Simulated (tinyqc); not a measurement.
Propagation of a band-gap error through k.p and effective-mass formulas, step by step. Values are carried at full precision from step to step, so a last printed digit may differ when a step is redone from the rounded ones.

Chain, for a gap E (the reference Eg or another value), with Ep and Dso kept: 1/me = 1 + Ep (E + 2 Dso/3)/(E (E + Dso)); g* = 2 - 2 Ep Dso/(3 E (E + Dso)); g1(E) = g1 + (Ep/3)(1/E - 1/Eg), g2(E) = g2 + (Ep/6)(1/E - 1/Eg), light hole 1/(g1 + 2 g2), heavy hole 1/(g1 - 2 g2) along [100]; optical constant ei(E) = 1 + (ei - 1)(EP/(EP + E - Eg))^2, static e0(E) = ei(E) + e0 - ei.

Constants: Ry = 13.60569312 eV; a0 (Bohr radius) = 0.5291772105 angstrom; kB = 8.617333262e-05 eV/K; hbar^2/2m0 = 3.80998211 eV angstrom^2.

Parameters, chosen for this exercise (reference values near those of GaSb, gap at low temperature; shifted at random, so the results belong to these values and not to a real crystal):
```
symbol  value  unit        meaning
Eg      0.802  eV          gap at Gamma to the s-like level
Dso     0.756  eV          spin-orbit splitting
Ep      26.8   eV          Kane energy
g1      13.41              Luttinger gamma1
g2      4.68               gamma2
e0      15.75              static dielectric constant
ei      14.22              optical dielectric constant
EP      3.94   eV          mean (Penn) gap
Eg2     1.861  eV          a wrong gap, of the size a hybrid with far too much exact exchange can give
mh      0.47   m0          density-of-states mass of the holes
T       77     K           temperature
k       0.038  1/angstrom  wave vector
```

## Masses, g factor and screening for both gaps

Evaluate the chain at Eg and at Eg2.

Band values at the two gaps:
```
quantity      at Eg   at Eg2  ratio
me          0.03447  0.07136  2.070
g*           -8.810  -0.7734      -
g1            13.41    7.071  0.527
g2            4.680    1.511  0.323
light hole  0.04392  0.09908  2.256
heavy hole   0.2469   0.2469  1.000
ei            14.22    9.212  0.648
e0            15.75    10.74  0.682
```

The gap is off by a factor of 2.32; the electron mass follows with 2.07 and the light hole with 2.26, while the heavy hole, which does not couple to the conduction level, keeps its value. The optical constant changes less, by -35 %, as it answers to the mean gap, which shifts by the same +1.06 eV on a base of 3.94 eV. g* moves by +8.04; remote bands, left out here, shift it by tenths or, where it is large, by some per cent.

## Binding energies and densities for both gaps

Donor: R = Ry me/e0^2, a_B = a0 e0/me, Mott density (0.26/a_B)^3. Nc, Nv = 2 (m kT/(4 pi c))^(3/2), c = hbar^2/2m0, ni = sqrt(Nc Nv) exp(-E/2kT). Exciton: Ry mu/e0^2 with 1/mu = 1/me + g1(E). 1 angstrom^-3 = 1e24 cm^-3.

Use the values of the table.

Results:
```
quantity                  at Eg     at Eg2     ratio
R (meV)                   1.891      8.413      4.45
a_B (angstrom)            241.8      79.66     0.329
Mott density (cm^-3)  1.243e+15  3.476e+16      28.0
Nc (cm^-3)            2.088e+16  6.220e+16      2.98
ni (cm^-3)            8.407e-10  3.199e-44  3.80e-35
exciton (meV)             1.293      5.592      4.32
```

Power laws carry the error on: the donor energy (me/e0^2) by a factor of 4.45, the Mott density (cube of me/e0) by 28.0. ni, with its exponential, changes by a factor of 3.80e-35, that is 34.4 decades.

## A scissor shift and what it does not mend

A rigid shift D = Eg - Eg2 of the conduction band restores the gap but leaves the curvature, so the mass stays me(Eg2); redoing the sum 1/m = 1 + Ep (E + 2 Dso/3)/(E (E + Dso)) with E = Eg and the same Ep gives another mass. For optics, eps2 at the edge goes as |p|^2/E^2: a rigid shift keeps the dipole elements p/E, while shifting the energies under unchanged p scales eps2 by (Eg2/Eg)^2.

shift D = -1.059 eV
mass under a rigid shift = 0.0714 m0
mass from the sum with the corrected gap = 0.0345 m0
factor on eps2 if p is left unscaled = 5.384

The rigid shift leaves the mass off by a factor of 2.07. The mass from the corrected gap is the reference me(Eg) here, because the exercise keeps Ep fixed; a real correction of the gap depends on k and changes Ep as well.

## Far from the edge the relative error shrinks

Two-level dispersion E(k) = sqrt(E^2/4 + Ep c k^2) - E/2 at k/4, k, 4k for both gaps, c = hbar^2/2m0.

Energies above the edge:
```
k (1/angstrom)  at Eg (eV)  at Eg2 (eV)  ratio
0.00950             0.0113       0.0049  0.436
0.03800             0.1542       0.0761  0.494
0.15200             1.1864       0.8653  0.729
```

The ratio tends to Eg/Eg2 = 0.43 at k = 0 and goes from 0.436 to 0.729: at large k both curves approach the same slope sqrt(Ep c), while their distance in eV grows towards |Eg - Eg2|/2.

## Checks

- Chain at E = Eg against the inputs g1, g2, ei, e0: they agree to 1e-10 or better.

tinyqc: `OMP_NUM_THREADS=1 python tinyqc.py 1880651 1880652 out.jsonl`; about 0.01 s, one thread, shared Intel(R) Xeon(R) Processor @ 2.30GHz.
